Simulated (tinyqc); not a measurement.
Sp3 tight binding, zinc-blende lattice, step by step. One step of it, computed by the program tinyqc.

Question. Levels at X. Diagonalise the Hermitian matrix.

H(k) at X (eV):
```
                     a s                a px                a py                a pz
a s           -11.150000            0.000000            0.000000            0.000000
a px            0.000000           -6.290000            0.000000            0.000000
a py            0.000000            0.000000           -6.290000            0.000000
a pz            0.000000            0.000000            0.000000           -6.290000
c s             0.000000  0.000000+4.125345i            0.000000            0.000000
c px  0.000000-4.125345i            0.000000            0.000000            0.000000
c py            0.000000            0.000000            0.000000  0.000000-5.242481i
c pz            0.000000            0.000000  0.000000-5.242481i            0.000000

                     c s                c px                c py                c pz
a s             0.000000  0.000000+4.125345i            0.000000            0.000000
a px  0.000000-4.125345i            0.000000            0.000000            0.000000
a py            0.000000            0.000000            0.000000  0.000000+5.242481i
a pz            0.000000            0.000000  0.000000+5.242481i            0.000000
c s           -11.150000            0.000000            0.000000            0.000000
c px            0.000000           -6.290000            0.000000            0.000000
c py            0.000000            0.000000           -6.290000            0.000000
c pz            0.000000            0.000000            0.000000           -6.290000
```

Give: eigenvalues.

Answer.

eigenvalues (eV): -13.5078  -13.5078  -11.5325  -11.5325  -3.9322  -3.9322  -1.0475  -1.0475
